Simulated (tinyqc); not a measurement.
Coupled-perturbed Hartree-Fock on RHF in the 6-31g basis, for H3+, spin multiplicity 1, step by step. Computed by tinyqc, a small Python program that keeps every step (integrals from PySCF). Settings: charge = 1, multiplicity = 1, basis = 6-31g, method = RHF, energy threshold = 1e-10, iteration cap = 86, orthogonalisation = canonical, start = core, DIIS depth = 6. Command: `OMP_NUM_THREADS=1 python tinyqc.py 29320 29321 out.jsonl` (the two numbers bound the seeds that draw the settings). One thread of a shared host (Intel(R) Xeon(R) Processor @ 2.60GHz), about 0.1 s of CPU time with the checks. The early iterations of the SCF are left out here.

## One-electron integrals

Geometry (angstrom):
```
atom         x         y         z
H     0.000000  0.000000  0.000000
H     0.000000  0.000000  1.204000
H     0.000000  1.043000  0.602000
```

Basis 6-31g: exponents (1/bohr^2) and contraction coefficients of normalised primitives:
```
element  l (shell)   exponent  coefficient
H            s (1)  18.731137     0.033495
H            s (1)   2.825394     0.234727
H            s (1)   0.640122     0.813757
H            s (2)   0.161278     1.000000
```

Overlap, kinetic and nuclear-attraction integrals over the contracted functions; the nuclear repulsion is the sum of Za Zb / Rab.

nuclear repulsion = 1.31835480 hartree

overlap S:
```
          1H 1s     1H 2s     2H 1s     2H 2s     3H 1s     3H 2s
1H 1s  1.000000  0.658292  0.144343  0.333473  0.144230  0.333374
1H 2s  0.658292  1.000000  0.333473  0.658730  0.333374  0.658609
2H 1s  0.144343  0.333473  1.000000  0.658292  0.144230  0.333374
2H 2s  0.333473  0.658730  0.658292  1.000000  0.333374  0.658609
3H 1s  0.144230  0.333374  0.144230  0.333374  1.000000  0.658292
3H 2s  0.333374  0.658609  0.333374  0.658609  0.658292  1.000000
```

kinetic energy T (hartree):
```
           1H 1s     1H 2s      2H 1s     2H 2s      3H 1s     3H 2s
1H 1s   1.395678  0.259735  -0.036266  0.071647  -0.036309  0.071600
1H 2s   0.259735  0.241917   0.071647  0.115009   0.071600  0.114969
2H 1s  -0.036266  0.071647   1.395678  0.259735  -0.036309  0.071600
2H 2s   0.071647  0.115009   0.259735  0.241917   0.071600  0.114969
3H 1s  -0.036309  0.071600  -0.036309  0.071600   1.395678  0.259735
3H 2s   0.071600  0.114969   0.071600  0.114969   0.259735  0.241917
```

nuclear attraction V (hartree):
```
           1H 1s      1H 2s      2H 1s      2H 2s      3H 1s      3H 2s
1H 1s  -2.532008  -1.318870  -0.321864  -0.689542  -0.321584  -0.689330
1H 2s  -1.318870  -1.460367  -0.689542  -1.036489  -0.689306  -1.036297
2H 1s  -0.321864  -0.689542  -2.532008  -1.318870  -0.321584  -0.689330
2H 2s  -0.689542  -1.036489  -1.318870  -1.460367  -0.689306  -1.036297
3H 1s  -0.321584  -0.689306  -0.321584  -0.689306  -2.531912  -1.318809
3H 2s  -0.689330  -1.036297  -0.689330  -1.036297  -1.318809  -1.460304
```

core Hamiltonian H = T + V (hartree):
```
           1H 1s      1H 2s      2H 1s      2H 2s      3H 1s      3H 2s
1H 1s  -1.136330  -1.059135  -0.358130  -0.617895  -0.357893  -0.617731
1H 2s  -1.059135  -1.218451  -0.617895  -0.921479  -0.617707  -0.921328
2H 1s  -0.358130  -0.617895  -1.136330  -1.059135  -0.357893  -0.617731
2H 2s  -0.617895  -0.921479  -1.059135  -1.218451  -0.617707  -0.921328
3H 1s  -0.357893  -0.617707  -0.357893  -0.617707  -1.136234  -1.059074
3H 2s  -0.617731  -0.921328  -0.617731  -0.921328  -1.059074  -1.218387
```

## Two-electron integrals

Functions are numbered as in S; the eight-fold symmetry (ij|kl) = (ji|kl) = (kl|ij) leaves the list below.

Two-electron integrals (ij|kl) in chemists' order, unique and non-zero (hartree):
```
(11|11) 1.076566   (21|11) 0.578470   (21|21) 0.329423   (22|11) 0.587396
(22|21) 0.361304   (22|22) 0.453150   (31|11) 0.107484   (31|21) 0.063886
(31|22) 0.074591   (31|31) 0.019026   (32|11) 0.170765   (32|21) 0.108248
(32|22) 0.143112   (32|31) 0.036102   (32|32) 0.083515   (33|11) 0.437259
(33|21) 0.284461   (33|22) 0.397980   (33|31) 0.107484   (33|32) 0.281840
(33|33) 1.076566   (41|11) 0.281840   (41|21) 0.161943   (41|22) 0.180155
(41|31) 0.036102   (41|32) 0.063118   (41|33) 0.170765   (41|41) 0.083515
(42|11) 0.345969   (42|21) 0.215703   (42|22) 0.278974   (42|31) 0.054580
(42|32) 0.115471   (42|33) 0.345969   (42|41) 0.115471   (42|42) 0.196634
(43|11) 0.284461   (43|21) 0.183818   (43|22) 0.255122   (43|31) 0.063886
(43|32) 0.161943   (43|33) 0.578470   (43|41) 0.108248   (43|42) 0.215703
(43|43) 0.329423   (44|11) 0.397980   (44|21) 0.255122   (44|22) 0.353243
(44|31) 0.074591   (44|32) 0.180155   (44|33) 0.587396   (44|41) 0.143112
(44|42) 0.278974   (44|43) 0.361304   (44|44) 0.453150   (51|11) 0.107387
(51|21) 0.063830   (51|22) 0.074529   (51|31) 0.014739   (51|32) 0.026574
(51|33) 0.071375   (51|41) 0.033573   (51|42) 0.049004   (51|43) 0.045803
(51|44) 0.061646   (51|51) 0.018996   (52|11) 0.170686   (52|21) 0.108200
(52|22) 0.143055   (52|31) 0.026584   (52|32) 0.054644   (52|33) 0.154461
(52|41) 0.058035   (52|42) 0.099323   (52|43) 0.099111   (52|44) 0.134944
(52|51) 0.036061   (52|52) 0.083465   (53|11) 0.071375   (53|21) 0.045803
(53|22) 0.061646   (53|31) 0.014739   (53|32) 0.033573   (53|33) 0.107387
(53|41) 0.026574   (53|42) 0.049004   (53|43) 0.063830   (53|44) 0.074529
(53|51) 0.014729   (53|52) 0.033564   (53|53) 0.018996   (54|11) 0.154461
(54|21) 0.099111   (54|22) 0.134944   (54|31) 0.026584   (54|32) 0.058035
(54|33) 0.170686   (54|41) 0.054644   (54|42) 0.099323   (54|43) 0.108200
(54|44) 0.143055   (54|51) 0.033564   (54|52) 0.081503   (54|53) 0.036061
(54|54) 0.083465   (55|11) 0.437167   (55|21) 0.284405   (55|22) 0.397924
(55|31) 0.071417   (55|32) 0.154496   (55|33) 0.437167   (55|41) 0.154496
(55|42) 0.284983   (55|43) 0.284405   (55|44) 0.397924   (55|51) 0.107387
(55|52) 0.281751   (55|53) 0.107387   (55|54) 0.281751   (55|55) 1.076566
(61|11) 0.281751   (61|21) 0.161892   (61|22) 0.180100   (61|31) 0.033592
(61|32) 0.058043   (61|33) 0.154482   (61|41) 0.081527   (61|42) 0.111422
(61|43) 0.099123   (61|44) 0.134956   (61|51) 0.036061   (61|52) 0.063074
(61|53) 0.026567   (61|54) 0.058021   (61|55) 0.170686   (61|61) 0.083465
(62|11) 0.345889   (62|21) 0.215655   (62|22) 0.278915   (62|31) 0.049033
(62|32) 0.099341   (62|33) 0.284964   (62|41) 0.111430   (62|42) 0.183730
(62|43) 0.181326   (62|44) 0.246300   (62|51) 0.054527   (62|52) 0.115414
(62|53) 0.048997   (62|54) 0.111400   (62|55) 0.345889   (62|61) 0.115414
(62|62) 0.196561   (63|11) 0.154482   (63|21) 0.099123   (63|22) 0.134956
(63|31) 0.033592   (63|32) 0.081527   (63|33) 0.281751   (63|41) 0.058043
(63|42) 0.111422   (63|43) 0.161892   (63|44) 0.180100   (63|51) 0.026567
(63|52) 0.058021   (63|53) 0.036061   (63|54) 0.063074   (63|55) 0.170686
(63|61) 0.054635   (63|62) 0.099314   (63|63) 0.083465   (64|11) 0.284964
(64|21) 0.181326   (64|22) 0.246300   (64|31) 0.049033   (64|32) 0.111430
(64|33) 0.345889   (64|41) 0.099341   (64|42) 0.183730   (64|43) 0.215655
(64|44) 0.278915   (64|51) 0.048997   (64|52) 0.111400   (64|53) 0.054527
(64|54) 0.115414   (64|55) 0.345889   (64|61) 0.099314   (64|62) 0.183701
(64|63) 0.115414   (64|64) 0.196561   (65|11) 0.284405   (65|21) 0.183785
(65|22) 0.255089   (65|31) 0.045831   (65|32) 0.099134   (65|33) 0.284405
(65|41) 0.099134   (65|42) 0.181340   (65|43) 0.183785   (65|44) 0.255089
(65|51) 0.063830   (65|52) 0.161892   (65|53) 0.063830   (65|54) 0.161892
(65|55) 0.578470   (65|61) 0.108200   (65|62) 0.215655   (65|63) 0.108200
(65|64) 0.215655   (65|65) 0.329423   (66|11) 0.397924   (66|21) 0.255089
(66|22) 0.353209   (66|31) 0.061688   (66|32) 0.134979   (66|33) 0.397924
(66|41) 0.134979   (66|42) 0.246326   (66|43) 0.255089   (66|44) 0.353209
(66|51) 0.074529   (66|52) 0.180100   (66|53) 0.074529   (66|54) 0.180100
(66|55) 0.587396   (66|61) 0.143055   (66|62) 0.278915   (66|63) 0.143055
(66|64) 0.278915   (66|65) 0.361304   (66|66) 0.453150
```

## Orthogonalisation

S = U s U^T; canonical form X = U s^(-1/2), so that X^T S X = 1. Each column of U has its largest component positive (the first on a tie).

eigenvalues of S: 0.184150  0.184205  0.381476  1.012777  1.013034  3.224359

X:
```
               1          2          3          4          5         6
1H 1s  -0.717523   0.414288   0.771348   0.632519  -0.365121  0.181624
1H 2s   1.483355  -0.856224  -0.528026   0.305960  -0.176632  0.265327
2H 1s   0.717523   0.414288   0.771348  -0.632519  -0.365121  0.181624
2H 2s  -1.483355  -0.856224  -0.528026  -0.305960  -0.176632  0.265327
3H 1s   0.000000  -0.828579   0.771393   0.000000   0.730241  0.181602
3H 2s   0.000000   1.712508  -0.527984   0.000000   0.353353  0.265307
```

## Iteration 5 (converged): orbitals

converged F (hartree):
```
           1H 1s      1H 2s      2H 1s      2H 2s      3H 1s      3H 2s
1H 1s  -0.303284  -0.658527  -0.368086  -0.493976  -0.367929  -0.493881
1H 2s  -0.658527  -0.676330  -0.493976  -0.613804  -0.493856  -0.613731
2H 1s  -0.368086  -0.493976  -0.303284  -0.658527  -0.367929  -0.493881
2H 2s  -0.493976  -0.613804  -0.658527  -0.676330  -0.493856  -0.613731
3H 1s  -0.367929  -0.493856  -0.367929  -0.493856  -0.303228  -0.658459
3H 2s  -0.493881  -0.613731  -0.493881  -0.613731  -0.658459  -0.676264
```

Diagonalise F' = X^T F X, C = X C', fill 1 alpha and 1 beta electrons from the bottom; D = 2 C_occ C_occ^T. Each column has its largest component positive (the first on a tie).

F' = X^T F X (hartree):
```
           1          2          3          4          5          6
1   0.492126   0.000000   0.000000  -0.352106   0.000000   0.000000
2   0.000000   0.492145  -0.000019   0.000000  -0.351998  -0.000012
3   0.000000  -0.000019   0.575793   0.000000   0.000019  -0.173804
4  -0.352106   0.000000   0.000000  -0.087234   0.000000   0.000000
5   0.000000  -0.351998   0.000019   0.000000  -0.087465   0.000023
6   0.000000  -0.000012  -0.173804   0.000000   0.000023  -0.980876
```

orbital energies (hartree): MO1 -1.000046, MO2 -0.253609, MO3 -0.253507, MO4 0.594963, MO5 0.658289, MO6 0.658399

coefficients C:
```
            MO1        MO2        MO3        MO4        MO5        MO6
1H 1s  0.265102  -0.153353   0.265567   0.746976   0.530230  -0.918909
1H 2s  0.205843  -0.525197   0.910068  -0.554185  -0.698716   1.210674
2H 1s  0.265102  -0.153353  -0.265567   0.746976   0.530230   0.918909
2H 2s  0.205843  -0.525197  -0.910068  -0.554185  -0.698716  -1.210674
3H 1s  0.265052   0.306701   0.000000   0.746459  -1.061274   0.000000
3H 2s  0.205822   1.050529   0.000000  -0.553378   1.398033   0.000000
```

D after iteration 5:
```
          1H 1s     1H 2s     2H 1s     2H 2s     3H 1s     3H 2s
1H 1s  0.140558  0.109139  0.140558  0.109139  0.140532  0.109128
1H 2s  0.109139  0.084743  0.109139  0.084743  0.109118  0.084734
2H 1s  0.140558  0.109139  0.140558  0.109139  0.140532  0.109128
2H 2s  0.109139  0.084743  0.109139  0.084743  0.109118  0.084734
3H 1s  0.140532  0.109118  0.140532  0.109118  0.140505  0.109107
3H 2s  0.109128  0.084734  0.109128  0.084734  0.109107  0.084726
```

## Convergence

Stop when the energy changes by less than 1e-10 hartree and every element of the error matrix X^T (F D S - S D F) X is below 3e-06.

Course of the cycle:
```
iteration  E (hartree)     change  largest element of the error matrix
1          -1.19714498          -                             2.01e-01
2          -1.21208049  -1.49e-02                             3.34e-02
3          -1.21249967  -4.19e-04                             8.12e-05
4          -1.21249968  -2.45e-09                             7.11e-06
5          -1.21249968  -1.88e-11                             5.08e-07
```

PySCF RHF in the same basis = -1.21249968 hartree

Converged in 5 iterations.

## Integrals over molecular orbitals

(pq|rs) = sum C_ip C_jq C_kr C_ls (ij|kl), one index at a time.

one-electron integrals over orbitals h = C^T H C (hartree):
```
           1          2          3          4          5          6
1  -1.530809   0.000028   0.000000  -0.100364   0.000011   0.000000
2   0.000028  -1.028344   0.000000   0.000063   0.179650   0.000000
3   0.000000   0.000000  -1.028246   0.000000   0.000000   0.179668
4  -0.100364   0.000063   0.000000  -0.221433  -0.000044   0.000000
5   0.000011   0.179650   0.000000  -0.000044  -0.221268   0.000000
6   0.000000   0.000000   0.179668   0.000000   0.000000  -0.221258
```

Two-electron integrals over orbitals (pq|rs), unique and non-zero (hartree):
```
(11|11) 0.530763    (21|11) -0.000028   (21|21) 0.106758    (22|11) 0.440747
(22|21) 0.056968    (22|22) 0.437976    (31|31) 0.106744    (32|31) -0.056952
(32|32) 0.042236    (33|11) 0.440741    (33|21) -0.056968   (33|22) 0.353447
(33|33) 0.437934    (41|11) 0.100364    (41|21) -0.000028   (41|22) 0.064623
(41|33) 0.064633    (41|41) 0.059184    (42|11) -0.000045   (42|21) 0.018624
(42|22) 0.011486    (42|33) -0.011531   (42|41) -0.000036   (42|42) 0.034607
(43|31) 0.018623    (43|32) -0.011508   (43|43) 0.034631    (44|11) 0.437789
(44|21) -0.000078   (44|22) 0.382234    (44|33) 0.382295    (44|41) 0.070550
(44|42) -0.000043   (44|44) 0.390472    (51|11) -0.000011   (51|21) -0.063549
(51|22) -0.037069   (51|33) 0.037026    (51|41) 0.000012    (51|42) -0.041694
(51|44) 0.000029    (51|51) 0.070125    (52|11) -0.121600   (52|21) -0.039055
(52|22) -0.098042   (52|33) -0.061867   (52|41) -0.061025   (52|42) -0.023078
(52|44) -0.086829   (52|51) 0.039454    (52|52) 0.095763    (53|31) 0.039025
(53|32) -0.018058   (53|43) 0.023081    (53|53) 0.027323    (54|11) 0.000028
(54|21) -0.102049   (54|22) -0.056570   (54|33) 0.056569    (54|41) 0.000033
(54|42) -0.026265   (54|44) 0.000083    (54|51) 0.071777    (54|52) 0.043603
(54|54) 0.114039    (55|11) 0.474841    (55|21) 0.073297    (55|22) 0.454822
(55|33) 0.363854    (55|41) 0.097987    (55|42) 0.028718    (55|44) 0.414238
(55|51) -0.061450   (55|52) -0.145388   (55|54) -0.082725   (55|55) 0.522297
(61|31) -0.063557   (61|32) 0.037051    (61|43) -0.041711   (61|53) -0.039404
(61|61) 0.070147    (62|31) 0.039053    (62|32) -0.018075   (62|43) 0.023096
(62|53) 0.025732    (62|61) -0.039431   (62|62) 0.027354    (63|11) -0.121612
(63|21) 0.039057    (63|22) -0.061880   (63|33) -0.098016   (63|41) -0.061054
(63|42) 0.023109    (63|44) -0.086883   (63|51) -0.039406   (63|52) 0.042635
(63|54) -0.043602   (63|55) -0.078952   (63|63) 0.095740    (64|31) -0.102084
(64|32) 0.056584    (64|43) -0.026291   (64|53) -0.043592   (64|61) 0.071832
(64|62) -0.043623   (64|64) 0.114139    (65|31) -0.073189   (65|32) 0.045400
(65|43) -0.028730   (65|53) -0.033142   (65|61) 0.061357    (65|62) -0.033168
(65|64) 0.082651    (65|65) 0.066748    (66|11) 0.474902    (66|21) -0.073254
(66|22) 0.363925    (66|33) 0.454779    (66|41) 0.098048    (66|42) -0.028775
(66|44) 0.414375    (66|51) 0.061358    (66|52) -0.078985   (66|54) 0.082675
(66|55) 0.388518    (66|63) -0.145367   (66|66) 0.522260
```

## Response to a field: uncoupled start

dipole integrals <a|z|i> (bohr):
```
           i1
a2   0.000000
a3  -1.160511
a4   0.000000
a5   0.000000
a6  -0.042661
```

Field along z; U_ai = -mu_ai / (e_a - e_i), alpha = -4 sum U_ai mu_ai.

uncoupled U:
```
          i1
a2  0.000000
a3  1.554522
a4  0.000000
a5  0.000000
a6  0.025724
```

uncoupled polarisability = 7.220553 bohr^3

## Coupled step 1

U_ai = -(mu_ai + sum_bj [4 (ai|bj) - (ab|ij) - (aj|bi)] U_bj) / (e_a - e_i); alpha = -4 sum U_ai mu_ai.

U after step 1:
```
          i1
a2  0.000000
a3  1.807842
a4  0.000000
a5  0.000000
a6  0.094556
```

polarisability = 8.408220 bohr^3

## Coupled step 2

As before.

U after step 2:
```
          i1
a2  0.000000
a3  1.855101
a4  0.000000
a5  0.000000
a6  0.116080
```

polarisability = 8.631274 bohr^3

## Coupled polarisability

Repeat until U stops changing; compare with -d2E/dF2.

Course of the coupled iterations:
```
step  alpha (bohr^3)
0           7.220553
1           8.408220
2           8.631274
3           8.676852
4           8.686595
5           8.688723
6           8.689193
7           8.689297
8           8.689321
9           8.689326
10          8.689327
11          8.689327
12          8.689327
13          8.689327
```

coupled polarisability = 8.689327 bohr^3

finite-field check, fields of +/-0.001 au = 8.689312 bohr^3
